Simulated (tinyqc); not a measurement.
Switching kinetics of a ferroelectric film and the memory window of a ferroelectric gate stack: one step, computed by the program tinyqc. Command: `OMP_NUM_THREADS=1 python tinyqc.py 3019159 3019160 out.jsonl feswitch walk`. One thread of a shared host (Intel(R) Xeon(R) Processor @ 2.30GHz), about 0.01 s of CPU time with the checks.

Fields in MV/cm; 1 microcoulomb/cm^2 over eps_0 is 11.29409 MV/cm. In the stack (metal, ferroelectric, interlayer, channel) the channel is taken as a conductor.

Problem. Switched share after the pulse. Merz's law: t1 = t_inf exp[(E_a/E)^alpha] at the mean of the fields before and after switching. NLS: switched share = integral of [1 - exp(-(t/tau)^n)] F(z) dz over z = log10 tau, with the Lorentzian F = (1/pi) w/[(z - log10 t1)^2 + w^2].

Inputs (values chosen for the exercise, for a model film):
```
quantity                   value   unit
coercive field E_c           1.1  MV/cm
time constant t_inf      2.5e-09      s
activation field E_a         6.4  MV/cm
Merz exponent alpha            1      -
dimension n                    2      -
half width w of log10 t     0.82      -
pulse length t_p         5.8e-07      s
```

Kinetics: nucleation-limited (NLS).

E_F before switching = 1.885729 MV/cm

E_F after switching = 1.022835 MV/cm

Give: mean field; switching time t1; switched share.

Solution.

mean field = 1.4543 MV/cm

switching time t1 = 2.0379e-07 s

switched share = 0.68564

t_p is 2.8 t1. A field higher by 10 % would shorten t1 by a factor 1.5. The step approximation 1/2 + arctan[log10(t_p/t1)/w]/pi gives 0.661. Caution: E_F after switching lies below E_c, so switching stalls before P_s and that state is not reached. Caution: the field changes much during switching, so one mean field is a crude stand-in.
